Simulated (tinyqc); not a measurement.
Lateral field, substrate current, probability of reaching the oxide barrier and hot-carrier lifetime of a silicon transistor (pseudo-two-dimensional and lucky-electron models): one step, computed by the program tinyqc. Command: `OMP_NUM_THREADS=1 python tinyqc.py 3021348 3021349 out.jsonl hotcar walk`. One thread of a shared host (Intel(R) Xeon(R) Processor @ 2.30GHz), about 0.01 s of CPU time with the checks.

Local-field models: a lucky carrier gains its energy at the peak field over a path free of collisions. Voltages are magnitudes.

Task: Peak lateral field. C_ox = 3.9 eps_0/t; F_sat = 2 v_s/mu; V_Dsat = V_ov F_sat L/(V_ov + F_sat L), V_ov = V_G - V_T; I_D/W = C_ox v_s (V_ov - V_Dsat). Scale length l = 0.22 t^(1/3) x_j^(1/2) (all in cm); F_m = sqrt(((V_D - V_Dsat)/l_e)^2 + F_sat^2), with l_e = l; length of the velocity-saturated region l_e ln((V_D - V_Dsat)/(l_e F_sat) + F_m/F_sat).

Inputs (values chosen for the exercise, modelled on a silicon n-channel):
```
quantity                             value                      unit
channel length L                      2000                        nm
oxide thickness t                       34                        nm
junction depth x_j                     380                        nm
mobility mu                            380                cm^2/(V s)
saturation velocity v_s               0.84                  1e7 cm/s
threshold voltage V_T                 0.42                         V
gate voltage V_G                       4.2                         V
drain voltage V_D                      9.6                         V
ionisation prefactor A_i           1.8e+06                      1/cm
ionisation field B_i                  1.78                     MV/cm
hot-carrier mean free path lambda      7.7                        nm
oxide barrier phi_b                    3.1                        eV
interface-trap threshold phi_it        3.7                        eV
lifetime constant H                    400  s microampere/micrometre
```

Drain: abrupt.

Constants: eps_0 = 8.8541878128e-12 F/m.

Give: scale length l; peak field F_m; velocity-saturated length; energy gained over one free path, e lambda F_m.

Result:

scale length l = 203.93 nm

peak field F_m = 343.76 kV/cm

velocity-saturated length = 558.75 nm

energy gained over one free path, e lambda F_m = 0.26470 eV
